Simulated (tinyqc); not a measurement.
# Drift exponent from two reads

Question. Ra = R0 (t/t0)^nu. Find nu, R0 and Ra after ten years (3.15576e8 s).

Values chosen for this exercise: reference time t0 = 0.001 s.

Ra at t = 0.01 and 3 s, both at 300 K (Mohm): 6.8481013  14.211558

Solution. ln Ra is linear in ln t with slope nu.

nu = 0.1280
R0 = 5.100 Mohm
Ra after ten years = 151.2 Mohm

Numbers from tinyqc (`OMP_NUM_THREADS=1 python tinyqc.py 2880068 2880069 out.jsonl`; about 0.01 s on one thread of a shared Intel Xeon 2.30GHz).
